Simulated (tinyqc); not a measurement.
Planar metal-insulator-metal capacitor: capacitance, non-linearity, leakage and relaxation: one step of the calculation.

A film between two metal electrodes, each interface adding a series capacitance ci. The small-signal permittivity is ek (1 + aq E^2); the field is found with the linear permittivity. Leakage J = J0 sinh(E/Ef). After a voltage step the film passes a relaxation current kr C V tt^(-nr), tt being the time in seconds.

Question. Planar capacitance, field and non-linearity. Planar film: Cf = eps0 ek/t, 1/C = 1/Cf + 2/ci, EOT = 3.9 eps0/C, effective permittivity C t/eps0, E = (V/t) C/Cf; quadratic coefficient [C(V)/C - 1]/V^2 with Cf (1 + aq E^2) in C(V).

Inputs (values chosen for the exercise); permittivity of the order of that of silicon nitride: relative permittivity of the film ek = 6.95; film thickness t = 7 nm; capacitance of each electrode interface (dead layer and screening) ci = 1000 uF/cm^2; quadratic field coefficient of the permittivity aq = 0.0012 cm^2/MV^2; bias V = 0.7 V; leakage prefactor J0 = 2.1e-10 A/cm^2; field for an e-fold rise of the leakage Ef = 0.32 MV/cm.

Constants: eps0 = 8.8541878128e-14 F/cm where lengths are in cm. Results are converted to the units shown.

Find: Cf; C; EOT; effective permittivity; E; quadratic coefficient; J.

Answer.

Cf = 0.87909 uF/cm^2
C = 0.87755 uF/cm^2
EOT = 3.9350 nm
effective permittivity = 6.9378
E = 0.99824 MV/cm
quadratic coefficient = 2436.1 ppm/V^2
J = 2.3721e-9 A/cm^2

The interfaces take 0.176 % of the voltage.

Computed by the program tinyqc: `OMP_NUM_THREADS=1 python tinyqc.py 2102051 2102052 out.jsonl`, one thread of a shared Intel Xeon 2.30GHz, about 0.01 s for the whole run.
